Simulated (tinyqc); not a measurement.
Thermal stress, cracking, delamination and buckling of a thin film; Griffith cracks and misfitting inclusions: one step, computed by the program tinyqc.

Isotropic linear elasticity; the substrate is much thicker than the film; stress is positive in tension.

Task: Stress in the film. Thermal strain = (alpha_f - alpha_s)(T_d - T); stress = E/(1 - nu) x strain + intrinsic stress; plane-strain modulus Ebar = E/(1 - nu^2); G0 = stress^2 h/(2 Ebar) is the energy freed per area when a long strip loses its stress across its width.

Inputs (values chosen for the exercise, for a model film):

| quantity | value | unit |
|---|---|---|
| film Young's modulus E | 96.8 | GPa |
| film Poisson ratio nu | 0.33 | - |
| film expansion alpha_f | 11.9 | 1e-6/K |
| substrate expansion alpha_s | 3.3 | 1e-6/K |
| deposition temperature T_d | 525 | K |
| final temperature T | 300 | K |
| intrinsic stress | -220 | MPa |
| film thickness h | 0.3 | micrometre |

Give: thermal strain; film stress; Ebar; G0.

Result:

thermal strain = 0.001935

film stress = 59.56 MPa

Ebar = 108.6 GPa

G0 = 0.004899 J/m^2

The film ends in tension; the thermal part is 280 MPa.
